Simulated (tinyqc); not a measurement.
Configuration-coordinate model of a defect: Huang-Rhys factor and luminescence line shape: one step, computed by the program tinyqc.

Ground state E_g(Q) = (1/2) omega_g^2 Q^2; excited state E_e(Q) = E_0 + (1/2) omega_e^2 (Q - dQ)^2 with omega_e = omega_g and E_0 = E_ZPL. Q is mass-weighted; the dipole does not depend on Q (Condon approximation).

Problem. Crossing, radiative lifetime and thermal quenching. The curves cross at the root Q_c nearest dQ; the barrier is (1/2) omega_e^2 (Q_c - dQ)^2, with (1/2) omega^2 = (hbar omega)^2/(2 hbar^2/u). k_r = n_r omega^3 mu^2/(3 pi eps_0 hbar c^3) at the vertical emission energy, without local-field correction; k_nr = nu_0 exp(-barrier/k_B T) (Mott-Seitz); yield = k_r/(k_r + k_nr); T_1/2 = barrier/(k_B ln(nu_0/k_r)).

Inputs (values chosen for the exercise, for a model defect in a wide-gap host): zero-phonon energy E_ZPL = 2.54 eV; displacement dQ = 0.5 u^(1/2) angstrom; ground-state phonon hbar omega_g = 98.4 meV; temperature T = 77 K; refractive index n_r = 2.56; transition dipole mu = 0.66 e angstrom; quenching prefactor nu_0 = 2e+12 1/s.

Modes: equal frequencies in both states.

vertical emission energy = 2.250461 eV

Constants: hbar^2/u = 4.18015928e-03 eV angstrom^2; hbar = 6.582119569e-16 eV s; e = 1.602176634e-19 C; eps_0 = 8.8541878128e-12 F/m; hbar = 1.054571817e-34 J s; c = 299792458 m/s; k_B = 8.617333262e-05 eV/K.

Give: Q_c; classical barrier; radiative lifetime; luminescence yield; quenching temperature T_1/2.

Solution.

Q_c = 2.4431 u^(1/2) angstrom

classical barrier = 4.3730 eV

radiative lifetime = 20.725 ns

luminescence yield = 1

quenching temperature T_1/2 = 4772.9 K

The barrier is so high that this route does not halve the yield below 1000 K. Caution: the curves cross far outside the range of the harmonic model, so the barrier and T_1/2 have no quantitative meaning.
